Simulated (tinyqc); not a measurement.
Inside a calculation. Method: tight binding, dimerised chain. One step of it, computed by the program tinyqc.

Question. Bloch Hamiltonian at X. H_AA = +delta, H_BB = -delta, H_AB = -t1 - t2 exp(-i k a).

Parameters chosen for this model:
```
parameter     value                      unit
t1         1.460000       eV, inside the cell
t2         0.750000         eV, between cells
delta             0  eV, +/- on the two sites
```

k point X (2 pi / a): 0.500000

Give: H(k) at X.

Answer.

H(k) at X (eV):
```
        A       B
A   0.000  -0.710
B  -0.710   0.000
```
